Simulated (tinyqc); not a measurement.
Grain-boundary trapping model (Seto) of a polycrystalline semiconductor film: one step, computed by the program tinyqc. Command: `OMP_NUM_THREADS=1 python tinyqc.py 3021804 3021805 out.jsonl poly walk`. One thread of a shared host (Intel(R) Xeon(R) Processor @ 2.30GHz), about 0.01 s of CPU time with the checks.

Grains of equal size L are joined by thin boundaries with one trap level. Trapped carriers deplete a width W on each side and raise a barrier, crossed by thermionic emission. Dopants are fully ionised, statistics are non-degenerate and mu_g does not depend on T.

Task: Activation energy. N_c(T) = N_c (T/300 K)^(3/2). Filled traps Q = Q_t/(1 + (1/2) exp((E_t* - E_F)/k_B T)), where E_t* = e V_B - E_t and E_F are counted from the band edge at the grain centre. Partial depletion: Q = 2 N W, V_B = e N W^2/(2 eps eps_0), E_F = k_B T ln(N/N_c); solve for W. If that W would exceed L/2 the grain is fully depleted: W = L/2, Q = N L, and E_F follows from the trap equation. Centre density n_0 = N_c exp(E_F/k_B T). Boundary: sigma_b = L e^2 n_0 exp(-e V_B/k_B T)/sqrt(2 pi m k_B T); rho = 1/sigma_b. Mean carrier density n_av = n_0 [(1 - 2W/L) + (2W/L) (sqrt(pi)/2) erf(y)/y], y = sqrt(e V_B/k_B T); effective mobility 1/(e n_av rho). E_a = d ln(rho)/d(1/k_B T) from T - 5 K and T + 5 K; temperature coefficient d ln(rho)/dT.

Inputs (values chosen for the exercise, modelled on polycrystalline silicon):
```
quantity,value,unit
permittivity eps,11.7,-
effective mass m,0.32,m_0
"effective density of states at 300 K, N_c",2.7e+19,1/cm^3
grain size L,25,nm
trap density Q_t,4.3e+12,1/cm^2
trap level E_t below the band edge,0.34,eV
doping N,1e+19,1/cm^3
temperature T,350,K
```

Grain interior: neglected.

Constants: k_B = 8.617333262e-05 eV/K; e = 1.602176634e-19 C; eps_0 = 8.8541878128e-12 F/m; m_0 = 9.1093837015e-31 kg; k_B = 1.380649e-23 J/K.

Give: activation energy E_a; temperature coefficient.

Result:

activation energy E_a = 0.020721 eV

temperature coefficient = -0.19633 %/K
